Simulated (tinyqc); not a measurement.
Inside a calculation. Model: thermoelectric coefficients of one resonant level, Landauer integrals.

tinyqc, about 0.02 s, one thread, Intel Xeon 2.30GHz (shared host): `OMP_NUM_THREADS=1 python tinyqc.py 2800035 2800036 out.jsonl` Printed values are rounded.

Transmission X(x) = (g/2)^2/[(x - y)^2 + (g/2)^2] with x = (E - EF)/kB T, two spin channels. I_k = int X x^k w dx over all x, w = 1/(4 cosh^2(x/2)).

Values chosen for this exercise: temperature T = 77 K; full width of the level over kB T g = 1.6; level position (E0 - EF)/kB T y = -2; phonon heat conductance in units of pi^2 kB^2 T/(3 h) kp = 0.15; half-range of the grid xm = 10; points of the grid nE = 19.

Constants: q = 1.602176634e-19 C, kB = 1.380649e-23 J/K, h = 6.62607015e-34 J s. Results are converted to the units shown.

## The three integrals on a coarse grid

Simpson's rule on nE equally spaced points from -xm to xm.

| point | x | X | w |
|---|---|---|---|
| 0 | -10.00000 | 0.009900990 | 4.539581e-5 |
| 1 | -8.88889 | 0.01330650 | 1.378748e-4 |
| 2 | -7.77778 | 0.01881096 | 4.185913e-4 |
| 3 | -6.66667 | 0.02854877 | 0.001269401 |
| 4 | -5.55556 | 0.04818560 | 0.003836202 |
| 5 | -4.44444 | 0.09674530 | 0.01147259 |
| 6 | -3.33333 | 0.2647059 | 0.03325872 |
| 7 | -2.22222 | 0.9283668 | 0.08821312 |
| 8 | -1.11111 | 0.4475138 | 0.1863264 |
| 9 | 0.00000 | 0.1379310 | 0.25 |
| 10 | 1.11111 | 0.06202144 | 0.1863264 |
| 11 | 2.22222 | 0.03465611 | 0.08821312 |
| 12 | 3.33333 | 0.02200489 | 0.03325872 |
| 13 | 4.44444 | 0.01517635 | 0.01147259 |
| 14 | 5.55556 | 0.01108678 | 0.003836202 |
| 15 | 6.66667 | 0.008448721 | 0.001269401 |
| 16 | 7.77778 | 0.006649700 | 4.185913e-4 |
| 17 | 8.88889 | 0.005368772 | 1.378748e-4 |
| 18 | 10.00000 | 0.004424779 | 4.539581e-5 |

I_0, I_1, I_2 on this grid: [0.2564808, -0.3456376, 0.8334739]

Converged values are 0.25246, -0.31817 and 0.74126; the grid is 1.6 % above the first and 12 % above the last.

## Coefficients

converged I_0, I_1, I_2: [0.2524606, -0.3181693, 0.7412602]

G = (2 q^2/h) I_0, S = -(kB/q) I_1/I_0, L/L0 = [I_2/I_0 - (I_1/I_0)^2]/(pi^2/3), K_e = (2 kB^2 T/h)(I_2 - I_1^2/I_0), ZT = G S^2 T/(K_e + K_ph), K_ph = kp pi^2 kB^2 T/(3 h).

G = 19.56088 uS
S = 108.6019 uV/K
L/L0 = 0.4096983
K_e = 15.07535 pW/K
ZT = 0.6830778
ZT without phonons = 1.178384

The level lies below EF, so S is positive (hole-like). A level of zero width would give -(kB/q) y = 172 uV/K; S is 37 % below that in size.

## Two limits for S

Narrow level: S = -(kB/q) y. Mott formula: S = -(pi^2/3)(kB/q) d ln X/dx at x = 0 = -(pi^2/3)(kB/q) 2 y/[y^2 + (g/2)^2].

narrow-level S = 172.3467 uV/K
Mott S = 244.3956 uV/K

The integrals give 109 uV/K; the Mott value is 2.25 times that in size.
